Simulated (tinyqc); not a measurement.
Thickness of the film: ellipsoidal valleys in the axes of a wafer and a channel.

Valleys with axes a along x, y and z, two valleys each; inverse mass tensor w = 1/mt + (1/ml - 1/mt) a a. Device axes: z = nz/|nz|, x = nx/|nx|, y = z cross x; in them a = (ax, ay, az). Confinement mass mz = 1/w_zz. In the plane w_ij is replaced by u_ij = w_ij - w_iz w_jz/w_zz (i, j = x, y); density-of-states mass md = 1/sqrt(det u); conductivity mass along x mc = 1/u_xx; ballistic transport mass mx = u_yy/det u, width mass my = 1/u_yy.

Hard walls: E_n = c (n pi/t)^2/mz, c = hbar^2/2m0, n = 1, 2, 3. Non-degenerate share of a valley proportional to md sum_n exp(-E_n/kT); mean 1/mc = sum of share/mc. 1 nm = 10 angstrom.

Constants: hbar^2/2m0 = 3.80998211 eV angstrom^2; kB = 8.617333262e-05 eV/K.

Parameters, chosen for this exercise (near those of the Delta valleys of Si; not measured data):
- ml = 0.944 m0 (longitudinal mass)
- mt = 0.188 m0 (transverse mass)
- nz = (1, 1, 2) (surface normal (confinement))
- nx = (1, 1, -1) (channel direction)
- T = 77 K (temperature)

Share of the lowest ladder and mean conductivity mass.

Results:
```
t (nm)  lowest E1 (meV)  spread of E1 (meV)  share of the lowest ladder  mean mc
2.0               233.1               200.2                       1.000   0.4400
3.0               103.6                89.0                       1.000   0.4400
4.0                58.3                50.1                       0.999   0.4396
5.0                37.3                32.0                       0.979   0.4343
7.0                19.0                16.3                       0.812   0.3940
10.0                9.3                 8.0                       0.554   0.3448
14.0                4.8                 4.1                       0.427   0.3248
```

What can be read from this table?

The spread falls as 1/t^2 and passes kT = 6.6 meV between t = 10 and 14 nm; the share of the lowest ladder goes from 1.000 to 0.427 and the mean mass goes from 0.4400 to 0.3248, against 0.3114 for equal shares, the limit of a thick film (the bulk value 3/(1/ml + 2/mt) is 0.2565; the two differ since axes are tilted in the x-z plane and in a quantised film no valley carries current across it; once scattering blurs the subbands the bulk value returns). Three subbands a valley become too few once E3 nears kT. In the thinnest rows E1 (233 meV) is beyond the parabolic range.

(tinyqc, `OMP_NUM_THREADS=1 python tinyqc.py 1880204 1880205 out.jsonl`, Intel(R) Xeon(R) Processor @ 2.30GHz, 1 thread, shared host, about 0.01 s.)
